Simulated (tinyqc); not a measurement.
# Inputs raised by 5 %, one at a time

Model: deep-level transient spectroscopy (DLTS) of one majority-carrier trap. Computed by tinyqc, a small Python program. Command: `OMP_NUM_THREADS=1 python tinyqc.py 3028229 3028230 out.jsonl dlts sens`. One thread of a shared host (Intel(R) Xeon(R) Processor @ 2.30GHz), about 0.1 s of CPU time with the checks.

A filling pulse loads the traps in a one-sided junction; under reverse bias they empty at the rate e, and the capacitance relaxes as C(t) = C_0 - dC exp(-e t). The signal is S = [C(t_2) - C(t_1)]/dC.

Inputs (values chosen for the exercise, with mass and screening modelled on InP):
```
quantity,value,unit
density-of-states mass m,0.0783,m_0
valleys M,1,-
trap depth E_t,0.33,eV
cross-section sigma_0,2.3e-16,cm^2
degeneracy ratio g,2,-
gate time t_1,0.005,s
ratio t_2/t_1,10,-
temperature T,179,K
doping N,6.4e+14,cm^-3
trap density N_t,2.2e+12,cm^-3
dielectric constant eps,12.3,-
built-in voltage V_b,0.58,V
reverse bias V_r,5.7,V
diode area,0.0014,cm^2
mean field F,17000,V/cm
```

Carriers: electrons. Extra term: Poole-Frenkel lowering.

Constants: k_B = 8.617333262e-05 eV/K; k_B = 1.380649e-23 J/K; m_0 = 9.1093837015e-31 kg; h = 6.62607015e-34 J s; e = 1.602176634e-19 C; eps_0 = 8.8541878128e-12 F/m.

Method:
- e = g sigma v N_b exp(-E/k_B T), v = sqrt(3 k_B T/m), N_b = 2 M (2 pi m k_B T/h^2)^(3/2), sigma = sigma_0, E = E_t - dE with the one-dimensional Poole-Frenkel lowering dE = sqrt(e^3 F/(pi eps eps_0)), F being held as an input apart from the bias (the centre is charged when empty).
- S(e) = exp(-e t_1) - exp(-e t_2) peaks at the rate window e_0 = ln(t_2/t_1)/(t_2 - t_1).
- T_p solves e(T) = e_0 (bisection between 15 and 1500 K); the half-height points solve S = S_max/2 on either side.
- t_1 is scaled by 0.1, 0.3, 1, 3, 10 and 30 at fixed t_2/t_1; each T_p by bisection.
- Least squares of ln(e_0/T_p^2) on 1/(k_B T_p): slope -E_a, intercept ln(gamma sigma_a) with gamma = v N_b/T^2 = sqrt(3 k_B/m) 2 M (2 pi m k_B/h^2)^(3/2). For comparison, the slope of ln e_0 alone.
- W = sqrt(2 eps eps_0 (V_b + V_r)/(e N)), C_0 = eps eps_0 area/W. The pulse goes to zero bias, W_0 = W(V_r = 0). Traps within lambda = sqrt(2 eps eps_0 (E_t - E_F)/(e^2 N)) of the depletion edge stay filled, with E_F = k_B T_p ln(N_b/N) from the band, N_b = 2 M (2 pi m k_B T_p/h^2)^(3/2) (dopants taken as fully ionised). dC = C_0 (N_t/2N) f, f = [(W - lambda)^2 - max(W_0 - lambda, 0)^2]/W^2. The simple estimate is 2 N dC/C_0.

Runs:
```
input moved,from,to,peak temperature T_p (K),apparent depth E_a (eV),transient amplitude dC (fF),C_0 (pF)
base run,-,-,191.88,0.30179,4.6033,4.1745
trap depth E_t (eV),0.33,0.3465,201.32,0.31829,4.5608,4.1745
gate time t_1 (s),0.005,0.00525,191.42,0.30179,4.6020,4.1745
ratio t_2/t_1,10,10.5,191.57,0.30179,4.6024,4.1745
density-of-states mass m (m_0),0.0783,0.082215,191.42,0.30179,4.6070,4.1745
doping N (cm^-3),6.4e+14,6.72e+14,191.88,0.30179,4.4890,4.2776
trap density N_t (cm^-3),2.2e+12,2.31e+12,191.88,0.30179,4.8334,4.1745
reverse bias V_r (V),5.7,5.985,191.88,0.30179,4.5538,4.0829
```

Exponents ln(y'/y) / ln(x'/x):
```
input,peak temperature T_p,apparent depth E_a,transient amplitude dC,C_0
trap depth E_t,0.984,1.091,-0.190,0.000
gate time t_1,-0.049,0.000,-0.006,0.000
ratio t_2/t_1,-0.033,0.000,-0.004,0.000
density-of-states mass m,-0.049,0.000,0.017,0.000
doping N,0.000,0.000,-0.515,0.500
trap density N_t,0.000,0.000,1.000,0.000
reverse bias V_r,0.000,0.000,-0.221,-0.455
```

Among the inputs moved here: peak temperature T_p answers most in size to trap depth E_t (exponent +0.984), next to gate time t_1 (-0.049); its exponent is below 0.0005 for doping N, trap density N_t, reverse bias V_r. Its exponent +0.984 in trap depth E_t: T_p is nearly proportional to the depth. Apparent depth E_a answers most in size to trap depth E_t (exponent +1.091); its exponent is below 0.0005 for gate time t_1, ratio t_2/t_1, density-of-states mass m, doping N, trap density N_t, reverse bias V_r. Transient amplitude dC answers most in size to trap density N_t (exponent +1.000), next to doping N (-0.515). Its exponent +1.000 in trap density N_t: dC is linear in N_t. C_0 answers most in size to doping N (exponent +0.500), next to reverse bias V_r (-0.455); its exponent is below 0.0005 for trap depth E_t, gate time t_1, ratio t_2/t_1, density-of-states mass m, trap density N_t. Its exponent +0.500 in doping N: C goes as sqrt(N).

Extremes, crossings and ranges named in words are read from the listed rows.
